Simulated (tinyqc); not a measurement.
# Worked calculation: threshold-voltage variability of a planar MOSFET, analytic estimates

Numbers from tinyqc (`OMP_NUM_THREADS=1 python tinyqc.py 2090038 2090039 out.jsonl`; about 0.01 s on one thread of a shared Intel Xeon 2.30GHz). Printed values are rounded.

Three independent sources add in quadrature: random dopants in the depleted layer, metal-gate grains of two orientations, and roughness of the two gate edges acting through the roll-off VT = VT(long) - Vr exp(-L/l). These are first-order estimates: no three-dimensional electrostatics, no percolation.

Inputs (values chosen for the exercise); material values close to those of silicon:

| symbol | value | unit | meaning |
|---|---|---|---|
| T | 300 | K | temperature |
| Eg | 1.11 | eV | band gap |
| eps_r | 11.8 |  | relative permittivity of the semiconductor |
| Nc | 2.8e19 | cm^-3 | conduction-band density of states at T |
| Nv | 2.63e19 | cm^-3 | valence-band density of states at T |
| Na | 4.5e18 | cm^-3 | channel doping |
| ti | 2.5 | nm | oxide-equivalent thickness in inversion |
| L | 16 | nm | gate length |
| W | 72 | nm | gate width |
| G | 4 | nm | metal grain size |
| dW | 0.2 | eV | work-function difference of the two grain orientations |
| p | 0.3 |  | share of the orientation of higher work function |
| De | 1.2 | nm | rms roughness of one gate edge |
| La | 15 | nm | correlation length of the roughness |
| l | 3.9 | nm | decay length of the threshold roll-off |
| Vr | 2.4 | V | prefactor of the roll-off |
| n | 1.48 |  | subthreshold factor |
| gI | 20 | 1/V | gm/I of a matched pair |
| sb | 2.9 | % | spread of the gain factor of one device |
| Nb | 65536 |  | number of cells |
| Y | 0.74 |  | wanted yield |

Constants: q = 1.602176634e-19 C, kB = 1.380649e-23 J/K, Vt = kB T/q, eps0 = 8.8541878128e-14 F/cm where lengths are in cm. Results are converted to the units shown.

Range of the model: The depletion depth exceeds L, so source and drain share much of the charge and the dopant estimate is rough. gI s exceeds 0.2, so the linear formula for the current mismatch is only a rough guide.

## Random dopants

ni = sqrt(Nc Nv) exp(-Eg/(2 Vt)), Eg in volts; Cox = 3.9 eps0/ti; Wd = sqrt(4 eps0 eps_r Vt ln(Na/ni)/(q Na)); dopants: s1 = (q/Cox) sqrt(Na Wd/(3 L W)). The slope A1 = s1 sqrt(L W); mean number of dopants Na L W Wd.

Cox = 1.38125 uF/cm^2
Wd = 17.1692 nm
mean number of dopants = 89.0052
A1 = 1.86148 mV um
s1 = 54.8443 mV

Counting alone, 1/sqrt(N) of the depletion voltage q Na Wd/Cox = 896 mV, would give sqrt(3) times more: dopants deep in the layer act less on the surface.

## Metal grains and edge roughness

Grains: Ng = L W/G^2 (at least 1), s2 = dW sqrt(p (1 - p)/Ng). Edges, with exponential correlation and u = W/La: the mean gate length has sL^2 = 2 De^2 (2/u)[1 - (1 - exp(-u))/u]; s3 = sL (Vr/l) exp(-L/l).

Ng = 72
s2 = 10.8012 mV
sL = 0.975734 nm
dVT/dL = 10.1725 mV/nm
s3 = 9.92561 mV

## Total spread, mismatch and leakage

s = sqrt(s1^2 + s2^2 + s3^2). For a pair: s(dVT) = sqrt(2) s; current mismatch sqrt(2) sqrt((gI s)^2 + sb^2); input offset = current mismatch/gI. For a Gaussian VT the off current is log-normal with mean/median = exp(s^2/(2 (n Vt)^2)).

s = 56.7722 mV
s(dVT) = 80.2880 mV
current mismatch = 160.628 %
input offset = 80.3142 mV
mean/median of Ioff = 3.00673

The dopants give 93.3 % of the variance; without them s would be 14.7 mV. A current mismatch this large is beyond the linear estimate.

## Iteration 1: margin in standard deviations for the wanted yield

k at the start = 3

Cells fail independently with probability Q(k) = erfc(k/sqrt(2))/2 when the margin is k standard deviations, and Y = exp(-Nb Q(k)). phi = exp(-k^2/2)/sqrt(2 pi). Newton steps on ln Q(k) = ln(-ln(Y)/Nb): k(new) = k + [ln Q - ln(-ln(Y)/Nb)] Q/phi.

Q(k) = 0.00134990
phi = 0.00443185
k after iteration 1 = 4.73096

## Iteration 2: margin in standard deviations for the wanted yield

As before.

Q(k) = 1.11728e-6
phi = 5.50449e-6
k after iteration 2 = 4.44396

## Course of the iteration: margin in standard deviations for the wanted yield

Stop when k changes by less than 1e-9, or after 30 iterations.

Course of the iteration:

| iteration | k | \|change\| |
|---|---|---|
| 1 | 4.73096 | 1.73 |
| 2 | 4.44396 | 0.287 |
| 3 | 4.43543 | 8.53e-3 |
| 4 | 4.43543 | 7.52e-6 |
| 5 | 4.43543 | 5.85e-12 |

Converged in 5 iterations. At the end the number of correct digits about doubles with each step. With s(dVT) = 80.3 mV, 4.44 standard deviations are 356 mV.
